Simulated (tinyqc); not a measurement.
Jacobi rotations on a symmetric matrix, step by step. Computed by tinyqc, a small Python program that keeps every step. Settings: method = jacobi. Command: `OMP_NUM_THREADS=1 python tinyqc.py 25566 25567 out.jsonl` (the two numbers bound the seeds that draw the settings). One thread of a shared host (Intel(R) Xeon(R) Processor @ 2.60GHz), about 0.01 s of CPU time with the checks.

## Jacobi rotation 1

A:
```
           1          2          3
1   0.501000  -0.401000  -0.347000
2  -0.401000   1.364000   0.247000
3  -0.347000   0.247000   1.712000
```

Take the largest off-diagonal element A_pq; tan 2 theta = 2 A_pq / (A_qq - A_pp) with |theta| <= pi/4; A' = J^T A J with J_pp = J_qq = cos, J_pq = sin, J_qp = -sin.

p, q, theta (rad): 1.000000  2.000000  -0.374389

A':
```
           1         2          3
1   0.343439  0.000000  -0.232635
2   0.000000  1.521561   0.356790
3  -0.232635  0.356790   1.712000
```

## Jacobi rotation 2

As before.

p, q, theta (rad): 2.000000  3.000000  0.654998

A':
```
           1         2          3
1   0.343439  0.141711  -0.184491
2   0.141711  1.247503   0.000000
3  -0.184491  0.000000   1.986058
```

## All rotations

The off-diagonal norm falls at every rotation.

Rotations:
```
step  p  q      theta  off-diagonal norm
1     1  2  -0.374389           6.02e-01
2     2  3   0.654998           3.29e-01
3     1  3  -0.110481           2.00e-01
4     1  2   0.147877           2.21e-02
5     2  3  -0.020927           3.26e-03
6     1  3   0.001350           6.81e-05
7     1  2   0.000050           9.20e-08
8     2  3   8.80e-08           4.59e-12
```

eigenvalues: 0.301988  1.268161  2.006851
